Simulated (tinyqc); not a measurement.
Charge control and current of a heterostructure field-effect transistor. Inputs raised by 2 %, one at a time. Computed by tinyqc, a small Python program. Command: `OMP_NUM_THREADS=1 python tinyqc.py 3029687 3029688 out.jsonl hemt sens`. One thread of a shared host (Intel(R) Xeon(R) Processor @ 2.30GHz), about 0.02 s of CPU time with the checks.

Two subbands in a triangular well; E_F is counted from the conduction band edge of the channel at the interface.

Inputs (values chosen for the exercise, modelled on AlGaN/GaN): channel mass m = 0.2 m_0; permittivity eps (barrier and channel) = 9.36; barrier thickness d = 18 nm; Schottky barrier phi_B = 1.3 eV; conduction band offset dE_c = 0.42 eV; polarisation charge sigma/e = 1.7e+13 1/cm^2; gate voltage V_G = 0 V; mobility mu = 1700 cm^2/(V s); saturation velocity v_s = 1.1 1e7 cm/s; gate length L = 1200 nm; source resistance R_S = 0.71 ohm mm; temperature T = 300 K; mixing = 0.5; iteration cap = 200.

Charge source: polarisation. Velocity law: smooth.

Constants: e = 1.602176634e-19 C; eps_0 = 8.8541878128e-12 F/m; k_B = 8.617333262e-05 eV/K; hbar = 1.054571817e-34 J s; m_0 = 9.1093837015e-31 kg; k_B = 1.380649e-23 J/K.

Method:
- Threshold V_T = phi_B - dE_c - sigma d/(eps eps_0) (in volts); C_b = eps eps_0/d.
- Charge control: n_s = C_b (V_G - V_T - E_F/e)/e. Well: mean field F = e n_s/(2 eps eps_0), E_i = (hbar^2/2m)^(1/3) [(3 pi e F/2)(i + 3/4)]^(2/3), i = 0, 1; n_s = D k_B T sum_i ln(1 + exp((E_F - E_i)/k_B T)), D = m/(pi hbar^2), which is solved in closed form for E_F.
- Iteration from n_s = C_b (V_G - V_T)/(2e): E_F from n_s, n_out from the charge control, n_new = n_s + mixing (n_out - n_s), kept above n_s/10; stop when |n_out/n_s - 1| < 1e-9.
- C_g = e dn_s/dV_G = 1/(1/C_b + 1/C_q), 1/C_q = d(E_F/e)/d(e n_s) by a central difference of +/- 0.1 % in n_s; added distance dd = eps eps_0/C_q.
- With V = e n_s/C_g and V_c = v_s L/mu: for v = mu F/(1 + mu F/v_s), V_Dsat = V_c (sqrt(1 + 2V/V_c) - 1) and I/W = C_g v_s (V - V_Dsat); g_m = dI/dV; extrinsic g_m/(1 + g_m R_S); f_T = g_m/(2 pi C_g L).

Runs; columns: (1) input moved; (2) from; (3) to; (4) saturation current I/W (mA/mm); (5) extrinsic g_m (mS/mm); (6) intrinsic f_T (GHz); (7) gate capacitance C_g (microfarad/cm^2):
```
(1)                                       (2)        (3)     (4)     (5)     (6)      (7)
base run                                    -          -  1322.0  274.52  10.646  0.42481
barrier thickness d (nm)                   18      18.36  1337.7  271.40  10.689  0.41715
Schottky barrier phi_B (eV)               1.3      1.326  1313.1  274.30  10.636  0.42477
polarisation charge sigma/e (1/cm^2)  1.7e+13  1.734e+13  1362.2  275.48  10.688  0.42497
mobility mu (cm^2/(V s))                 1700       1734  1329.0  275.26  10.682  0.42481
saturation velocity v_s (1e7 cm/s)        1.1      1.122  1341.2  278.16  10.821  0.42481
gate length L (nm)                       1200       1224  1314.9  273.76  10.401  0.42481
source resistance R_S (ohm mm)           0.71     0.7242  1322.0  273.45  10.646  0.42481
```

Exponents ln(y'/y) / ln(x'/x):
```
input                        saturation current I/W  extrinsic g_m  intrinsic f_T  gate capacitance C_g
barrier thickness d                           0.597         -0.577          0.204                -0.919
Schottky barrier phi_B                       -0.338         -0.040         -0.045                -0.004
polarisation charge sigma/e                   1.516          0.177          0.201                 0.019
mobility mu                                   0.269          0.137          0.171                 0.000
saturation velocity v_s                       0.728          0.665          0.827                 0.000
gate length L                                -0.272         -0.139         -1.173                 0.000
source resistance R_S                         0.000         -0.196          0.000                 0.000
```

To which inputs is each result most sensitive?

Among the inputs moved here: saturation current I/W answers most in size to polarisation charge sigma/e (exponent +1.516), next to saturation velocity v_s (+0.728); its exponent is below 0.0005 for source resistance R_S. extrinsic g_m answers most in size to saturation velocity v_s (exponent +0.665), next to barrier thickness d (-0.577). Intrinsic f_T answers most in size to gate length L (exponent -1.173), next to saturation velocity v_s (+0.827); its exponent is below 0.0005 for source resistance R_S. gate capacitance C_g answers most in size to barrier thickness d (exponent -0.919), next to polarisation charge sigma/e (+0.019); its exponent is below 0.0005 for mobility mu, saturation velocity v_s, gate length L, source resistance R_S.

Caution (all rows): E_F lies above the conduction band minimum of the barrier, so electrons would spill into the barrier.

Extremes, crossings and ranges named in words are read from the listed rows.
